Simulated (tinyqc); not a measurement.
# Binary melting diagram from solution models of liquid and solid, step by step

A worked calculation. Computed by tinyqc, a small Python program that keeps every step. Command: `OMP_NUM_THREADS=1 python tinyqc.py 3003727 3003728 out.jsonl melt walk`. One thread of a shared host (Intel(R) Xeon(R) Processor @ 2.30GHz), about 0.01 s of CPU time with the checks. Intermediate numbers are printed to about 6 digits and carried at full precision; extremes and crossings named in words are read from the listed rows.

x is the fraction of B. In a phase with interaction L: mu_A = G_A + R T ln(1 - x) + L x^2, mu_B = G_B + R T ln x + L (1 - x)^2. Melting: G(liquid) - G(solid) = H (1 - T/T_m) for each pure component.

Inputs (values chosen for the exercise, for a model alloy):

| quantity | value | unit |
|---|---|---|
| melting point T_A | 1385 | K |
| melting point T_B | 995 | K |
| heat of melting H_A | 13.6 | kJ/mol |
| heat of melting H_B | 23.9 | kJ/mol |
| liquid interaction L_L | -1.5 | kJ/mol |
| overall fraction x0 | 0.61 | - |

Diagram: eutectic with pure solids.

Constants: R = 8.314462618 J/(mol K).

## The two liquidus branches

Liquid against pure solid A: T = (H_A + L_L x^2)/(H_A/T_A - R ln(1 - x)); against pure solid B: T = (H_B + L_L (1 - x)^2)/(H_B/T_B - R ln x). The higher branch is the stable one; a dash marks a branch without a positive root.

Liquidus temperatures (K):

| x | branch A | branch B | first solid |
|---|---|---|---|
| 0.05 | 1326.99 | 460.805 | A |
| 0.15 | 1214.44 | 573.364 | A |
| 0.30 | 1053.18 | 680.713 | A |
| 0.45 | 898.99 | 764.736 | A |
| 0.60 | 748.94 | 837.008 | B |
| 0.75 | 597.60 | 901.341 | B |
| 0.90 | 427.60 | 959.387 | B |
| 0.97 | 312.73 | 984.563 | B |

## Eutectic point by bisection

Halve the interval 0.001 to 0.999 for the crossing, 44 times.

Bisection, first 12 steps:

| step | x | branch A (K) | branch B (K) |
|---|---|---|---|
| 1 | 0.500000 | 848.701 | 789.874 |
| 2 | 0.749500 | 598.119 | 901.138 |
| 3 | 0.624750 | 724.276 | 848.110 |
| 4 | 0.562375 | 786.411 | 819.721 |
| 5 | 0.531188 | 817.511 | 804.993 |
| 6 | 0.546781 | 801.953 | 812.404 |
| 7 | 0.538984 | 809.730 | 808.710 |
| 8 | 0.542883 | 805.841 | 810.560 |
| 9 | 0.540934 | 807.785 | 809.636 |
| 10 | 0.539959 | 808.757 | 809.174 |
| 11 | 0.539472 | 809.244 | 808.942 |
| 12 | 0.539715 | 809.000 | 809.058 |

eutectic composition x_E = 0.539676

eutectic temperature T_E = 809.039 K

T_E lies 186 K below the lower melting point, and x_E lies on the side of B, the lower-melting component.

## Freezing of the alloy x0

Primary solid forms at the higher branch; just above T_E its mole fraction is (x_E - x0)/x_E for A or (x0 - x_E)/(1 - x_E) for B, and the rest freezes as eutectic, with B making up x_E of it.

liquidus temperature = 841.519 K

fraction of primary solid = 0.152770

freezing range = 32.4796 K

The primary solid is B.

## Effect of the liquid interaction

The crossing is found anew for each L_L.

Eutectic point:

| L_L (kJ/mol) | x_E | T_E (K) |
|---|---|---|
| -16.0 | 0.479999 | 649.795 |
| -11.0 | 0.493757 | 705.337 |
| -5.4 | 0.516253 | 766.885 |
| -2.7 | 0.531519 | 796.155 |
| 0.0 | 0.551410 | 825.005 |
| 2.0 | 0.570444 | 845.984 |
| 4.0 | 0.594690 | 866.479 |

T_E rises from 650 to 866 K, 10.8 K per kJ/mol on average: attraction in the liquid stabilises it and deepens the eutectic. As attraction grows x_E moves from 0.595 to 0.480.

Checks made by the program: equal chemical potentials at the eutectic (relative difference below 1e-10).
